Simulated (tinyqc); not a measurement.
Kinetics of strain relaxation and threading dislocations in mismatched semiconductor layers: one step, computed by the program tinyqc.

60-degree dislocations on {111} planes of a (001) layer, isotropic elasticity. The Schmid factor is 1/sqrt(6), and a misfit segment relieves strain with b/2.

Task: Graded buffer. In steady grading, strain is fed at R_f R_g and relieved at (b/4) rho v. As a glide-limited estimate, the driving stress is taken as the mean stress of the strained top zone, whose depth z solves R_f z/2 = e_eq(z), with strain R_f z at the surface; tau_g = S R_f z/2 is its mean; then rho = 4 R_f R_g/(b m tau_g), m = v0 exp(-Q/(k_B T_g)), S = (1/sqrt 6) 2 G (1 + nu)/(1 - nu), e_eq(z) = b (1 - nu/4) [ln(z/b) + 1]/(4 pi (1 + nu) z).

Inputs (values chosen for the exercise, modelled on Si(0.8)Ge(0.2) on Si):
```
quantity                                   value          unit
misfit f                                 0.00865             -
shear modulus G                             62.2           GPa
Poisson ratio nu                            0.27             -
Burgers vector b                            3.88      angstrom
glide activation energy Q                   2.13            eV
velocity prefactor v0                      28000   m/s per MPa
grading rate (misfit per thickness) R_f   0.0094  1/micrometre
growth temperature of the buffer T_g        1072             K
growth rate R_g                             0.46          nm/s
```

Constants: k_B = 8.617333262e-05 eV/K.

Give: depth z of the strained zone; stress tau_g; thread density of the buffer; buffer thickness f/R_f.

Result:

depth z of the strained zone = 186.0 nm

stress tau_g = 77.24 MPa

thread density of the buffer = 21274 1/cm^2

buffer thickness f/R_f = 0.9202 micrometre

Raising T_g by 50 K would lower this density by a factor 2.8: fast glide lets few threads do the work. Caution: real buffers seldom go below 1e5 /cm^2, as pile-ups and nucleation take over; this value is a lower bound.
